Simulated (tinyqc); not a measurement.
# Changing the channel length L

Model: stress in a transistor channel from embedded alloy regions, liners and fins, by half-space elasticity. Computed by tinyqc, a small Python program. Command: `OMP_NUM_THREADS=1 python tinyqc.py 3004206 3004207 out.jsonl stressor sweep`. One thread of a shared host (Intel(R) Xeon(R) Processor @ 2.30GHz), about 0.04 s of CPU time with the checks.

Plane strain in an isotropic half-space, the same constants everywhere; x along the channel from its centre, y downwards from the free surface; stress is positive in tension.

Inputs (values chosen for the exercise, modelled on silicon):
```
quantity                                   value      unit
alloy fraction x                            0.23         -
lattice change per unit x, beta           0.0419         -
Young's modulus E                            157       GPa
Poisson ratio nu                            0.24         -
length of each stressor S                     80        nm
recess depth d                                85        nm
depth of the field point y                   2.5        nm
liner stress                                -3.1       GPa
liner thickness t                             75        nm
longitudinal piezoresistance coefficient    75.3  1e-11/Pa
vertical piezoresistance coefficient        -1.2  1e-11/Pa
```

Stressor: Si(1-x)Ge(x) source and drain.

Method:
- Misfit e = beta x. A fully constrained inclusion holds the stress -p with p = E e/(1 - 2 nu); a blanket film would hold -E e/(1 - nu) in the plane.
- A line element dA of misfit at (a, c) in the half-space gives, with C = E e/(2 pi (1 - nu)), X = x - a, r1^2 = X^2 + (y - c)^2, r2^2 = X^2 + Y^2, Y = y + c: s_xx = -C dA {[X^2 - (y - c)^2]/r1^4 + 3 [X^2 - Y^2]/r2^4 + 4 y Y (Y^2 - 3 X^2)/r2^6}, s_yy = C dA {[X^2 - (y - c)^2]/r1^4 - [X^2 - Y^2]/r2^4 + 4 y Y (Y^2 - 3 X^2)/r2^6}. These are integrated over two rectangles, L/2 < |a| < L/2 + S, 0 < c < d (closed form in a, 200 Gauss-Legendre points in c).
- The liner over source and drain ends at the gate, x = -/+ L/2, and pulls there with the force per width F = (liner stress) t along the surface. A tangential line force gives s_xx = (2 F/pi) X^3/(X^2 + y^2)^2 at the distance X; two of them add at the centre, X = L/2. For L > 3.5 y the concentrated force is an upper bound.
- d mu/mu = -(pi_L s_xx + pi_z s_yy) for the embedded regions alone; the stress across the width is left out.

One run for each value:
```
channel length L (nm)  s_xx (MPa)  s_xx from the liner (MPa)  mobility change (%)
12                         -919.1                     -35821                69.27
21                        -1219.2                     -25249                91.82
36                        -1336.9                     -15829               100.67
63                        -1275.4                      -9280                96.04
110                       -1033.0                      -5360                77.78
190                        -680.7                      -3112                51.25
330                        -353.8                      -1793                26.64
580                        -149.4                      -1021                11.25
1000                        -57.8                       -592                 4.36
```

What does the table show, and why?

Over the rows, s_xx (MPa) goes from -919 through a minimum among these rows, -1340 at 36.0, to -57.8; s_xx from the liner (MPa) rises from -35800 to -592 (exponent d ln y / d ln x -0.62 between the first rows and -1.00 between the last); mobility change (%) goes from 69.3 through a maximum among these rows, 101 at 36.0, to 4.36. At the high end the exponent of s_xx from the liner is -1.00, close to -1: the field of a line force.

Caution (rows 12.0, 21.0, 36.0, 63.0, 110, 190): the real force is spread over several liner thicknesses, so for a channel this short the concentrated force clearly overstates the stress. Caution (rows 12.0, 21.0, 36.0, 63.0, 110, 190): beyond a few hundred MPa bulk piezoresistance coefficients no longer describe an inversion layer well.

Extremes, crossings and ranges named in words are read from the listed rows.
